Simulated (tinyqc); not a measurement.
Inputs raised by 10 %, one at a time: grain growth, pinning, strength and diffusional creep of a polycrystal or thin film. Computed by tinyqc, a small Python program. Command: `OMP_NUM_THREADS=1 python tinyqc.py 3002365 3002366 out.jsonl grain sens`. One thread of a shared host (Intel(R) Xeon(R) Processor @ 2.30GHz), about 0.01 s of CPU time with the checks.

One mean grain size d describes the structure.

Inputs (values chosen for the exercise, modelled on copper): shear modulus G = 46 GPa; Burgers vector b = 2.556 angstrom; atomic volume Omega = 11.81 angstrom^3; boundary energy gamma = 0.65 J/m^2; mobility prefactor M0 = 1.1e-07 m^4/(J s); activation energy of boundary motion Q_m = 1.16 eV; anneal temperature T = 707 K; anneal time t = 430 s; initial grain size d0 = 93 nm; particle volume fraction f = 0.00014; particle radius r = 4.1 nm; film thickness h = 210 nm; surface energy gamma_s = 2 J/m^2; friction stress sigma_0 = 29 MPa; Hall-Petch slope k_y = 0.11 MPa m^0.5; lattice diffusion energy Q_l = 2.15 eV; boundary diffusion energy Q_b = 0.98 eV; lattice prefactor D0 = 0.00011 m^2/s; boundary prefactor delta D0b = 1.3e-14 m^3/s; applied stress sigma = 15 MPa; service temperature T_c = 619 K.

Sample: thin film on a substrate.

Constants: k_B = 8.617333262e-05 eV/K; k_B = 1.380649e-23 J/K.

Method:
- M = M0 exp(-Q_m/(k_B T)). The driving pressure is 2 gamma/d. Zener pinning pressure 3 f gamma/(2 r) stops growth at d_Z = 4 r/(3 f). Grooves where boundaries meet the surface have the angle theta = arcsin(gamma/(2 gamma_s)) and are taken to stop growth at d_h = h/(2 theta), a few film thicknesses; the limit is 1/d_lim = 1/d_Z + 1/d_h.
- dd/dt = 2 M gamma (1/d - 1/d_lim) integrates to 2 M gamma t = d_lim (d0 - d) + d_lim^2 ln[(d_lim - d0)/(d_lim - d)]; without pinning d^2 = d0^2 + 4 M gamma t.
- Hall-Petch term k_y/sqrt(d). Orowan term 3.06 x 0.4 G b ln(2 rbar/b)/(pi lambda sqrt(1 - nu)) with nu = 1/3, rbar = sqrt(2/3) r, lambda = rbar (sqrt(pi/f) - 2). Film term (threading dislocation, matched substrate, the geometry of an fcc (111) film taken for all cases): 3.464 G b ln(2 h/b)/(4 pi (1 - nu) h). The terms are added to sigma_0.
- Nabarro-Herring rate = 14 sigma Omega D_l/(k_B T d^2), D_l = D0 exp(-Q_l/(k_B T)); Coble rate = 14 pi sigma Omega delta D_b/(k_B T d^3), delta D_b = delta D0b exp(-Q_b/(k_B T)); they are equal at d_x = pi delta D_b/D_l.

Runs:
```
input moved                                       from        to  grain size d (nm)  Coble rate (1/s)  Orowan term (MPa)  crossover size d_x (micrometre)
base run                                             -         -             510.78         0.0009335             37.029                       1.2463e+06
mobility prefactor M0 (m^4/(J s))              1.1e-07  1.21e-07             522.54         0.0008719             37.029                       1.2463e+06
activation energy of boundary motion Q_m (eV)     1.16     1.276             274.62         0.0060063             37.029                       1.2463e+06
anneal temperature T (K)                           707     777.7             630.69         0.0004959             37.029                       1.2463e+06
particle volume fraction f                     0.00014  0.000154             510.37         0.0009358             38.862                       1.2463e+06
particle radius r (nm)                             4.1      4.51             511.16         0.0009314             34.645                       1.2463e+06
service temperature T_c (K)                        619     680.9             510.78         0.0045089             37.029                       1.6968e+05
applied stress sigma (MPa)                          15      16.5             510.78         0.0010268             37.029                       1.2463e+06
```

Exponents ln(y'/y) / ln(x'/x):
```
input                                     grain size d  Coble rate  Orowan term  crossover size d_x
mobility prefactor M0                            0.239      -0.716        0.000               0.000
activation energy of boundary motion Q_m        -6.511      19.533        0.000               0.000
anneal temperature T                             2.212      -6.637        0.000               0.000
particle volume fraction f                      -0.009       0.026        0.507               0.000
particle radius r                                0.008      -0.023       -0.698               0.000
service temperature T_c                          0.000      16.524        0.000             -20.921
applied stress sigma                             0.000       1.000        0.000               0.000
```

To which inputs is each result most sensitive?

Among the inputs moved here: grain size d answers most in size to activation energy of boundary motion Q_m (exponent -6.511), next to anneal temperature T (+2.212); its exponent is below 0.0005 for service temperature T_c, applied stress sigma. Coble rate answers most in size to activation energy of boundary motion Q_m (exponent +19.533), next to service temperature T_c (+16.524). Orowan term answers most in size to particle radius r (exponent -0.698), next to particle volume fraction f (+0.507); its exponent is below 0.0005 for mobility prefactor M0, activation energy of boundary motion Q_m, anneal temperature T, service temperature T_c, applied stress sigma. Its exponent +0.507 in particle volume fraction f: the particle spacing goes as f^(-1/2). Crossover size d_x answers most in size to service temperature T_c (exponent -20.921); its exponent is below 0.0005 for mobility prefactor M0, activation energy of boundary motion Q_m, anneal temperature T, particle volume fraction f, particle radius r, applied stress sigma.
